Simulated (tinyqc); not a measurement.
Defect, radiative and Auger recombination at equal electron and hole densities (ABC model), step by step. Values are carried at full precision from step to step, so a last printed digit may differ when a step is redone from the rounded ones.

J/(e d) = Ae n + B n^2 + C n^3 with Ae = A + 4 S/w (four side walls, carriers spread evenly), e = 1.602176634e-19 C, lengths in cm; internal efficiency IQE = B n^2/(Ae n + B n^2 + C n^3); all injected carriers recombine in the layer.

Parameters, chosen for this exercise (orders of magnitude like those quoted for InGaAs; the results hold for these values, not for the real material): A = 28000000 1/s (defect rate); B = 1.5e-10 cm^3/s (radiative coefficient); C = 3.8e-29 cm^6/s (Auger coefficient); S = 250 cm/s (recombination velocity of the side walls); w = 7.5 micrometre (side of the square mesa); d = 35 nm (active thickness); J = 68 A/cm^2 (current density); ex = 0.55 (extraction efficiency); Eph = 0.79 eV (photon energy).

## The efficiency peak

IQE peaks at n_p = sqrt(Ae/C); with Q = B/sqrt(Ae C), IQE_max = Q/(Q + 2).

Ae = 2.933e+07 1/s
n_p = 8.786e+17 1/cm^3
Q = 4.493
IQE_max = 0.692
J at the peak = 93.8 A/cm^2

The side walls supply 5 % of Ae.

## Carrier density at the given current

G = J/(e d). Newton steps from the smallest of G/Ae, sqrt(G/B) and (G/C)^(1/3); stop when the relative step is below 1e-9.

G = 1.213e+26 1/(cm^3 s)

Newton steps:
```
step  n (1/cm^3)   rate/G  relative step
1     8.9912e+17  1.44527          -0.15
2     7.6111e+17  1.03884         -0.019
3     7.4656e+17  1.00041       -0.00021
4     7.4640e+17  1.00000       -2.5e-08
5     7.4640e+17  1.00000       -3.6e-16
```

n = 7.464e+17 1/cm^3

The start is an upper bound and the function is convex, so the steps fall monotonically; 5 are needed.

## Shares, lifetimes and light

Shares of the three paths; lifetime n/G = 1/(Ae + B n + C n^2); differential lifetime 1/(Ae + 2 B n + 3 C n^2) and bandwidth 1/(2 pi tau_d); optical power density ex IQE J Eph/e.

shares: defect 0.1806, radiative 0.6891, Auger 0.1303

lifetime = 6.16 ns
differential lifetime = 3.16 ns
bandwidth = 50.4 MHz
optical power density = 20.4 W/cm^2

The radiative path is the largest; the device runs below its efficiency peak, where the defect and Auger shares are equal.

## Checks

- Density from Newton steps against bisection (1/cm^3): both 7.4640e+17.

Computed by tinyqc, a small Python program: `OMP_NUM_THREADS=1 python tinyqc.py 1681327 1681328 out.jsonl` (the numbers bound the seed that draws the inputs); one thread of a shared host (Intel(R) Xeon(R) Processor @ 2.30GHz), about 0.01 s for the whole set of steps.
